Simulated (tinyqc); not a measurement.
Inside a calculation. Method: lattice vibrations of a chain. One step of it, computed by the program tinyqc.

Question. Frequencies. omega^2 are the eigenvalues; wavenumber = 521.4708 sqrt(eigenvalue) 1/cm.

D(q) (eV/(angstrom^2 u)):
```
,1,2,3
1,0.280734,-0.088646+0.003677i,0.225814+0.047211i
2,-0.088646-0.003677i,0.377049,-0.170720+0.005429i
3,0.225814-0.047211i,-0.170720-0.005429i,0.656000
```

Give: eigenvalues; wavenumbers; weights |e|^2 of the mass-weighted modes.

Answer.

eigenvalues: 0.1676  0.3021  0.8441

wavenumbers (1/cm): 213.5  286.6  479.1

weights |e|^2 of the mass-weighted modes:
```
,mode 1,mode 2,mode 3
atom 1,0.8038,0.0361,0.1600
atom 2,0.0222,0.8339,0.1439
atom 3,0.1739,0.1300,0.6961
```
